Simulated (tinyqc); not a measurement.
# Hall effect and magnetoresistance of several carrier groups with constant relaxation times, step by step

A worked calculation. Computed by tinyqc, a small Python program that keeps every step. Command: `OMP_NUM_THREADS=1 python tinyqc.py 3027388 3027389 out.jsonl hall2 walk`. One thread of a shared host (Intel(R) Xeon(R) Processor @ 2.30GHz), about 0.01 s of CPU time with the checks. Intermediate numbers are printed to about 6 digits and carried at full precision; extremes and crossings named in words are read from the listed rows.

Group 1 has charge +e and group 2 charge +e; s_i is that sign. B lies along z; mu B is formed with mu in m^2/(V s).

Inputs (values chosen for the exercise, for a model conductor): density n1 = 8.8e+13 1/cm^2; mobility mu1 = 2000 cm^2/(V s); density n2 = 3.2e+15 1/cm^2; mobility mu2 = 580 cm^2/(V s); magnetic field B = 2.1 T.

Carriers: light and heavy holes. Densities: per area (a thin layer).

Constants: e = 1.602176634e-19 C.

## Conductivity of each group

sigma_xx = sum n_i e mu_i/(1 + mu_i^2 B^2); sigma_xy = sum s_i n_i e mu_i^2 B/(1 + mu_i^2 B^2).

Parts (S):
```
group      mu B   sigma_xx   sigma_xy
group 1    0.42  0.0239700  0.0100674
group 2  0.1218   0.293017  0.0356895
```

sigma_xx = 0.316987 S

sigma_xy = 0.0457569 S

sigma at B = 0 = 0.325562 S

## Resistivity, Hall coefficient and magnetoresistance

rho_xx = sigma_xx/(sigma_xx^2 + sigma_xy^2); Hall coefficient R_H = sigma_xy/(B (sigma_xx^2 + sigma_xy^2)), with B in V s/cm^2 (1 T = 1e-4 V s/cm^2); magnetoresistance MR = rho_xx(B)/rho_xx(0) - 1. Apparent density 1/(e |R_H|); Hall mobility |R_H|/rho_xx.

rho_xx = 3.09031 ohm

Hall coefficient R_H = 2124.21 cm^2/C

magnetoresistance MR = 0.608887 %

apparent density = 2.93827e+15 1/cm^2

Hall mobility = 687.378 cm^2/(V s)

A one-carrier reading would report holes of density 2.94e15, against n1 = 8.8e13 and n2 = 3.2e15.

## Limits of weak and strong field

Weak field: R_H(0) = sum s_i n_i mu_i^2/(e (sum n_i mu_i)^2); MR = c B^2 with c = n1 n2 mu1 mu2 (s1 mu1 - s2 mu2)^2/(n1 mu1 + n2 mu2)^2. Strong field: R_H = 1/(e sum s_i n_i); rho_xx saturates at (n1/mu1 + n2/mu2)/(e (sum s_i n_i)^2).

R_H at weak field = 2159.32 cm^2/C

coefficient c = 0.00159522 1/T^2

R_H at strong field = 1898.27 cm^2/C

saturation MR = 4.52781 %

R_H keeps its sign, and its size changes by a factor 0.879 from weak to strong field.

## Field dependence

rho_xx = sigma_xx/(sigma_xx^2 + sigma_xy^2); Hall coefficient R_H = sigma_xy/(B (sigma_xx^2 + sigma_xy^2)), with B in V s/cm^2 (1 T = 1e-4 V s/cm^2); magnetoresistance MR = rho_xx(B)/rho_xx(0) - 1.

Against the field:
```
B (T)  mu1 B  rho_xx (ohm)  R_H (cm^2/C)       MR (%)
0.25    0.05       3.07191       2158.74  9.94820e-03
0.75    0.15       3.07431       2154.24  8.79873e-02
2        0.4       3.08879       2127.07  5.59271e-01
5          1       3.13674       2037.07  2.12041e+00
12       2.4       3.18779       1941.25  3.78228e+00
30         6       3.20643       1906.25  4.38938e+00
75        15       3.20999       1899.58  4.50507e+00
200       40       3.21059       1898.45  4.52459e+00
600      120       3.21067       1898.29  4.52745e+00
```

MR starts as B^1.98 and ends as B^0.00; it saturates at 4.53 %. One group alone would show no magnetoresistance in this model. The rows with mu1 B well above 1 show the semiclassical limit; Landau quantisation is left out. Fields above 100 T are beyond ordinary laboratory magnets.

## Back from four measured limits to the two groups

With z_i = s_i mu_i and w_i = s_i n_i the moments M_k = w1 z1^k + w2 z2^k are M_(-1) = (1 + MR_sat) M_0^2/M_1, M_0 = 1/(e R_strong), M_1 = sigma(0)/e, M_2 = R_weak sigma(0)^2/e. The z_i are the roots of z^2 + p z + q with M_2 + p M_1 + q M_0 = 0 and M_1 + p M_0 + q M_(-1) = 0; then w follows from M_0 and M_1. Group 1 is the faster.

p and q: [-2580, 1.16e+06]

signed mobilities s_i mu_i (cm^2/(V s)): [2000, 580.000]

densities (1/cm^2): [8.80000e+13, 3.20e+15]

Checks made by the program: weak-field formulas against the tensor at mu1 B = 1e-3 (relative difference 9e-07); recovered mobilities and densities against the inputs (relative difference below 1e-10).
